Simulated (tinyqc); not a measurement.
LCCD on RHF in the sto-6g basis, for H4, spin multiplicity 1, step by step. One step of it, computed by the program tinyqc.

Task: Orthogonalisation. S = U s U^T; symmetric (Loewdin) form X = U s^(-1/2) U^T, so that X^T S X = 1.

overlap S, lower triangle:
```
,1H 1s,2H 1s,3H 1s,4H 1s
1H 1s,1.000000
2H 1s,0.527175,1.000000
3H 1s,0.053444,0.243139,1.000000
4H 1s,0.009734,0.053536,0.527781,1.000000
```

Give: eigenvalues of S; X.

Result:

eigenvalues of S: 0.3854  0.5339  1.3617  1.7190

X, lower triangle:
```
,1H 1s,2H 1s,3H 1s,4H 1s
1H 1s,1.1343
2H 1s,-0.3312,1.1648
3H 1s,0.0345,-0.1590,1.1652
4H 1s,-0.0092,0.0345,-0.3318,1.1347
```
